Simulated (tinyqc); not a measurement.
# Frequency dispersion of an accumulation capacitance by border traps, distributed model: effects of single changes

Traps spread evenly through the insulator exchange electrons with the semiconductor by tunnelling, with tau(x) = t0 exp(2 ka x) at depth x from the interface. The admittance per area Y seen at depth x obeys dY/dx = -Y^2/(i w eps0 eox) + q Nb ln(1 + i w tau)/tau, with Y(0) = i w Cs and w = 2 pi f; the gate sees Y(tox) = G + i w C. Working variable y = Y/(i w), in uF/cm^2. Cox = eps0 eox/tox.

Inputs (values chosen for the exercise); permittivity close to that of aluminium oxide:
```
symbol   value         unit                                               meaning
eox       8.38                             relative permittivity of the insulator
tox         11           nm                                   insulator thickness
Cs        0.71      uF/cm^2             semiconductor capacitance in accumulation
Nb      4.3e18  cm^-3 eV^-1                               density of border traps
ka         6.3         1/nm  decay constant of the wave function in the insulator
t0       4e-10            s              time constant of a trap at the interface
f        10000           Hz                                             frequency
```

Constants: q = 1.602176634e-19 C, eps0 = 8.8541878128e-14 F/cm where lengths are in cm. Results are converted to the units shown.

Each table varies one quantity; the others keep the values above.

## Capacitance and loss against frequency

Cox; trap-free value 1/(1/Cox + 1/Cs); response depth d = ln(1/(w t0))/(2 ka), where w tau = 1; lumped estimate: all traps within d act as C_bt = q Nb d placed at d/2, so C = 1/{1/[1/(1/Cs + d/(2 eps0 eox)) + C_bt] + (tox - d/2)/(eps0 eox)}. C and G from a fine integration; dispersion -d C/d log10 f over C, from f times and over 1.1. For a broad spread of time constants G/w is close to -(pi/2) dC/d ln w.

The same in every row: trap-free C (uF/cm^2) = 0.3459.

Results:
```
f (Hz),d (nm),C (uF/cm^2),G/w (uF/cm^2),dispersion (% a decade),-(pi/2) dC/d ln w (uF/cm^2),lumped C (uF/cm^2)
10,1.389,0.3717,0.002346,0.9251,0.002346,0.3701
100,1.206,0.3683,0.002304,0.9169,0.002304,0.3667
1000,1.023,0.3649,0.002263,0.9090,0.002263,0.3634
1e5,0.6578,0.3584,0.002185,0.8935,0.002185,0.3570
1e6,0.4751,0.3552,0.002146,0.8859,0.002147,0.3538
1e7,0.2923,0.3521,0.002095,0.8785,0.002110,0.3507
```

Estimate the missing row, f = 10000 Hz.

Computed row:
```
f (Hz),d (nm),C (uF/cm^2),G/w (uF/cm^2),dispersion (% a decade),-(pi/2) dC/d ln w (uF/cm^2),lumped C (uF/cm^2)
10000,0.8406,0.3616,0.002223,0.9011,0.002223,0.3602
```

With this row back in the table: C falls from 0.3717 to 0.3521 uF/cm^2, towards the trap-free 0.3459; each decade of frequency removes ln 10/(2 ka) = 0.183 nm from the response depth. The dispersion falls from 0.925 to 0.878 % a decade and G/w falls from 0.00235 to 0.00210 uF/cm^2. G/w lies between 0.993 and 1.00 times -(pi/2) dC/d ln w, the relation for a broad spread of time constants.

## Effect of the semiconductor capacitance in accumulation

Same model as above.

The same in every row: d (nm) = 0.8406.

Result of one run:
```
Cs (uF/cm^2),C (uF/cm^2),G/w (uF/cm^2),dispersion (% a decade),-(pi/2) dC/d ln w (uF/cm^2),lumped C (uF/cm^2),trap-free C (uF/cm^2)
0.39,0.2724,0.003409,1.834,0.003408,0.2702,0.2471
```

What becomes of these results when the semiconductor capacitance in accumulation Cs is changed from 0.39 to 20 uF/cm^2, all else the same?

Result of the changed run:
```
Cs (uF/cm^2),C (uF/cm^2),G/w (uF/cm^2),dispersion (% a decade),-(pi/2) dC/d ln w (uF/cm^2),lumped C (uF/cm^2),trap-free C (uF/cm^2)
20,0.6529,1.112e-4,0.02481,1.105e-4,0.6528,0.6525
```

The whole series:
```
Cs (uF/cm^2),C (uF/cm^2),G/w (uF/cm^2),dispersion (% a decade),-(pi/2) dC/d ln w (uF/cm^2),lumped C (uF/cm^2),trap-free C (uF/cm^2)
0.2,0.1905,0.004720,3.632,0.004719,0.1874,0.1543
0.39,0.2724,0.003409,1.834,0.003408,0.2702,0.2471
0.75,0.3701,0.002124,0.8413,0.002124,0.3687,0.3551
1.4,0.4629,0.001184,0.3748,0.001184,0.4621,0.4552
2.8,0.5468,5.688e-4,0.1524,5.684e-4,0.5465,0.5436
5.4,0.6010,2.904e-4,0.07069,2.899e-4,0.6008,0.5996
10,0.6326,1.711e-4,0.03952,1.705e-4,0.6325,0.6319
20,0.6529,1.112e-4,0.02481,1.105e-4,0.6528,0.6525
```

As Cs goes from 0.2 to 20, C rises from 0.190 to 0.653 uF/cm^2, the dispersion falls from 3.63 to 0.0248 % a decade and G/w falls from 0.00472 to 1.11e-4 uF/cm^2. The lumped estimate is 1.6 % below C in the first row and 0.015 % below it in the last. The same traps disperse C more when Cs is small, since they then add to the weaker series term.

Program tinyqc, `OMP_NUM_THREADS=1 python tinyqc.py 2202172 2202173 out.jsonl`; Intel Xeon 2.30GHz, shared host, one thread, about 0.7 s.
